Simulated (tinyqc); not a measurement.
Inside a calculation. Model: ellipsometry and reflectance of a transparent film on an absorbing substrate.

Program tinyqc, `OMP_NUM_THREADS=1 python tinyqc.py 2870228 2870229 out.jsonl`; Intel Xeon 2.30GHz, shared host, one thread, about 0.01 s. Printed values are rounded.

Air (index 1), film, substrate with N2 = n2 - i k2; time factor exp(+i w t). q_j = sqrt(N_j^2 - sin^2 th), root with positive real part. Fresnel coefficients r_s = (q_a - q_b)/(q_a + q_b), r_p = (N_b^2 q_a - N_a^2 q_b)/(N_b^2 q_a + N_a^2 q_b). tan(Psi) exp(i Delta) = R_p/R_s, Delta taken from 0 to 360 degrees.

Parameters, values chosen for the exercise; indices close to those of silicon dioxide on silicon: wavelength lam = 800 nm; angle of incidence th = 75 degrees; index of the transparent film n1 = 1.452; film thickness d = 11 nm; index of the substrate n2 = 3.692; extinction coefficient of the substrate k2 = 0.0065.

## Interface coefficients and thickness period

q0, q1, q2 and the coefficients r01 and r12 for p and s; the results repeat in d with the period lam/(2 q1).

q0 = 0.258819
q1 = 1.08411
q2 = 3.56340-0.00673i
r01,p = -0.330376
r01,s = -0.614545
r12,p = 0.325912-0.000729i
r12,s = -0.533468+0.000676i
period = 368.967 nm

## Psi, Delta and reflectances

beta = 2 pi d q1/lam, X = exp(-2 i beta), R = (r01 + r12 X)/(1 + r01 r12 X) for p and s.

beta = 0.0936603 rad
X = 0.982507-0.186227i
R_p = -0.0130698-0.0683751i
R_s = -0.862871+0.035534i
Psi = 4.60852 degrees
Delta = 81.5367 degrees
|R_p|^2 = 0.00484597
|R_s|^2 = 0.745809

The bare substrate gives Psi = 0.3359 and Delta = 9.2759 degrees.
